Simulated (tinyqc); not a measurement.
What each input does: propagation of a band-gap error through k.p and effective-mass formulas.

Chain, for a gap E (the reference Eg or another value), with Ep and Dso kept: 1/me = 1 + Ep (E + 2 Dso/3)/(E (E + Dso)); g* = 2 - 2 Ep Dso/(3 E (E + Dso)); g1(E) = g1 + (Ep/3)(1/E - 1/Eg), g2(E) = g2 + (Ep/6)(1/E - 1/Eg), light hole 1/(g1 + 2 g2), heavy hole 1/(g1 - 2 g2) along [100]; optical constant ei(E) = 1 + (ei - 1)(EP/(EP + E - Eg))^2, static e0(E) = ei(E) + e0 - ei.

Donor: R = Ry me/e0^2, a_B = a0 e0/me, Mott density (0.26/a_B)^3. Nc, Nv = 2 (m kT/(4 pi c))^(3/2), c = hbar^2/2m0, ni = sqrt(Nc Nv) exp(-E/2kT). Exciton: Ry mu/e0^2 with 1/mu = 1/me + g1(E). 1 angstrom^-3 = 1e24 cm^-3.

Constants: Ry = 13.60569312 eV; a0 (Bohr radius) = 0.5291772105 angstrom; kB = 8.617333262e-05 eV/K; hbar^2/2m0 = 3.80998211 eV angstrom^2.

Inputs chosen for the exercise (reference values near those of GaAs, gap at low temperature; shifted at random, so the results belong to these values and not to a real crystal):

| symbol | value | unit | meaning |
|---|---|---|---|
| Eg | 1.509 | eV | gap at Gamma to the s-like level |
| Dso | 0.336 | eV | spin-orbit splitting |
| Ep | 25.6 | eV | Kane energy |
| g1 | 7.01 |  | Luttinger gamma1 |
| g2 | 2.07 |  | gamma2 |
| e0 | 13.1 |  | static dielectric constant |
| ei | 10.77 |  | optical dielectric constant |
| EP | 5.29 | eV | mean (Penn) gap |
| mh | 0.55 | m0 | density-of-states mass of the holes |
| T | 77 | K | temperature |
| Eg2 | 0.875 | eV | a wrong gap, of the size a semi-local functional can give |

All at E = Eg2.

One parameter was then changed.

Results before and after:

| case | me (m0) | light hole (m0) | e0 | donor (meV) | exciton (meV) | log10 ni |
|---|---|---|---|---|---|---|
| base | 0.0363 | 0.0517 | 15.94 | 1.943 | 1.385 | -11.396 |
| changed | 0.0365 | 0.0517 | 15.94 | 1.954 | 1.390 | -11.394 |

Which of these changes was made? (a) EP = 5.713 eV; (b) g1 = 6.449; (c) mh = 0.506 m0; (d) T = 70.84 K; (e) Eg2 = 0.945 eV; (f) Dso = 0.363 eV; (g) Ep = 23.552 eV; (h) ei = 9.908.

Answer: (f) Dso = 0.363 eV. Of the candidates, run in turn, only this one gives the changed row.

All candidates:

| case | me (m0) | light hole (m0) | e0 | donor (meV) | exciton (meV) | log10 ni |
|---|---|---|---|---|---|---|
| base | 0.0363 | 0.0517 | 15.94 | 1.943 | 1.385 | -11.396 |
| Eg2 = 0.945 eV | 0.0389 | 0.0559 | 15.57 | 2.182 | 1.554 | -13.665 |
| Dso = 0.363 eV | 0.0365 | 0.0517 | 15.94 | 1.954 | 1.390 | -11.394 |
| Ep = 23.552 eV | 0.0393 | 0.0535 | 15.94 | 2.105 | 1.479 | -11.370 |
| g1 = 6.449 | 0.0363 | 0.0532 | 15.94 | 1.943 | 1.405 | -11.396 |
| EP = 5.713 eV | 0.0363 | 0.0517 | 15.69 | 2.006 | 1.429 | -11.396 |
| ei = 9.908 | 0.0363 | 0.0517 | 15.69 | 2.006 | 1.429 | -11.396 |
| mh = 0.506 m0 | 0.0363 | 0.0517 | 15.94 | 1.943 | 1.385 | -11.423 |
| T = 70.84 K | 0.0363 | 0.0517 | 15.94 | 1.943 | 1.385 | -13.941 |

Program tinyqc; command `OMP_NUM_THREADS=1 python tinyqc.py 1850159 1850160 out.jsonl`; about 0.01 s on one thread of a shared Intel(R) Xeon(R) Processor @ 2.30GHz.
